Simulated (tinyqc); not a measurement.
Energy and delay of logic against supply voltage: two steps of the calculation.

One expression serves below and above threshold: I(Vg) = Ik [ln(1 + exp((Vg - VT + dd V)/(al nf Vt)))]^al, with I_on = I(V) and I_off = I(0). Gate delay td = kd C V/I_on, clock period LD td. Per gate and cycle the switching energy is act C V^2 and the leakage energy I_off V LD td. No short-circuit current, no variation. Minima are sought above 0.09 V; below a few Vt gates no longer switch and the model has no meaning.

Inputs (values chosen for the exercise); values of the order met in logic technologies: temperature T = 300 K; threshold voltage at zero drain bias VT = 0.42 V; slope factor nf = 1.24; barrier lowering per volt of supply dd = 0.05; specific current of a gate Ik = 1.9 uA; exponent of the current law al = 1.47; load capacitance of a gate C = 0.39 fF; delay factor kd = 0.8; logic depth LD = 20; activity factor act = 0.05; supply voltage V = 0.37 V.

Constants: q = 1.602176634e-19 C, kB = 1.380649e-23 J/K, Vt = kB T/q. Results are converted to the units shown.

Task 1. Currents, delay and energies. I_on, I_off, td, clock frequency 1/(LD td), both energies and their sum.

Give: I_on; I_off; td; clock frequency; switching energy; leakage energy; energy.

Result 1.

I_on = 0.5192 uA
I_off = 0.006906 nA
td = 222.3 ps
clock frequency = 0.2249 GHz
switching energy = 2.670 aJ
leakage energy = 0.01136 aJ
energy = 2.681 aJ

I_on/I_off = 75200; leakage makes up 0.424 % of the energy.

Task 2. New V. Minimum-energy supply: E(V) is the energy per gate and cycle; with h = 0.001 V, E' = (E(V + h) - E(V - h))/(2 h), E'' = (E(V - h) - 2 E(V) + E(V + h))/h^2, V(new) = V - E'/E''.

V after iteration 1 = 0.19963236 V

Give: E'; E''; V after iteration 2.

Result 2.

E' = -2.6064 aJ/V
E'' = 234.32 aJ/V^2
V after iteration 2 = 0.21076 V

Program tinyqc, `OMP_NUM_THREADS=1 python tinyqc.py 2082184 2082185 out.jsonl`; Intel Xeon 2.30GHz, shared host, one thread, about 0.01 s.
